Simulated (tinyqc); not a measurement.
Elastic strain and critical thickness of a cubic alloy layer A(1-x)B(x) on a thick substrate: one step, computed by the program tinyqc. Command: `OMP_NUM_THREADS=1 python tinyqc.py 3029828 3029829 out.jsonl misfit walk`. One thread of a shared host (Intel(R) Xeon(R) Processor @ 2.30GHz), about 0.01 s of CPU time with the checks.

Strain is positive in tension. The layer is coherent with the substrate unless said otherwise.

Task: Biaxial strain, stress and energy. (001): D = 2 C12/C11, M = C11 + C12 - 2 C12^2/C11. The free surface carries no normal stress, so e_perp = -D f; dV/V = 2 f + e_perp; stress = M f; energy per area = M f^2 h (1 GPa nm = 1 J/m^2).

Inputs (values chosen for the exercise, for a model alloy): layer thickness h = 6.7 nm.

Growth plane: (001).

elastic constants (GPa): C11 146.8250, C12 62.9912, C44 82.0688

misfit f = -0.009338545

Give: ratio D; normal strain e_perp; volume strain dV/V; biaxial modulus M; in-plane stress; strain energy per area.

Result:

ratio D = 0.8580

normal strain e_perp = 0.008013

volume strain dV/V = -0.01066

biaxial modulus M = 155.8 GPa

in-plane stress = -1.455 GPa

strain energy per area = 0.09101 J/m^2
